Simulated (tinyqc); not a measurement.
Surface potential of a MOS transistor: implicit equation and explicit approximations: one step of the calculation.

p-type body, charge-sheet picture, depletion and inversion only, full ionisation (an idealisation for deep acceptors), Boltzmann statistics (rough once Na exp(x - xn) passes about Nc/7). In units of Vt: xg = (Vg - Vfb)/Vt, x = psi/Vt, G = gamma/sqrt(Vt), xn = (2 phiF + Vc)/Vt. The implicit equation is (xg - x)^2 = G^2 [x - 1 + exp(x - xn)] for x above about 3. Cox = eps0 eox/tox.

Problem. Scales. ni = sqrt(Nc Nv) exp(-Eg/(2 Vt)), Eg in volts; phiF = Vt ln(Na/ni); gamma = sqrt(2 q eps0 eps_r Na)/Cox; VT = Vfb + Vt (xn + G sqrt(xn - 1)).

Values chosen for this exercise; band and dielectric values close to those of germanium: temperature T = 300 K; band gap Eg = 0.652 eV; relative permittivity eps_r = 16.1; conduction-band density of states at T Nc = 1.06e19 cm^-3; valence-band density of states at T Nv = 6.05e18 cm^-3; relative permittivity of the gate insulator (close to silicon dioxide) eox = 3.9; insulator thickness tox = 2.3 nm; acceptor density Na = 6.8e16 cm^-3; flat-band voltage Vfb = -0.46 V; channel-body voltage Vc = 0.2 V; gate-body voltage Vg = 1.02 V.

Constants: q = 1.602176634e-19 C, kB = 1.380649e-23 J/K, Vt = kB T/q, eps0 = 8.8541878128e-14 F/cm where lengths are in cm. Results are converted to the units shown.

Wanted: phiF; gamma; G; xn; VT; xg.

Solution.

phiF = 0.2027 V
gamma = 0.1174 V^0.5
G = 0.7301
xn = 23.42
VT = 0.2348 V
xg = 57.25

Range of the model: The electron quasi-Fermi level lies less than 2 Vt below the band edge at the surface, or above it, where degeneracy and confinement, left out, matter.

Program tinyqc, `OMP_NUM_THREADS=1 python tinyqc.py 2122166 2122167 out.jsonl`; Intel Xeon 2.30GHz, shared host, one thread, about 0.01 s.
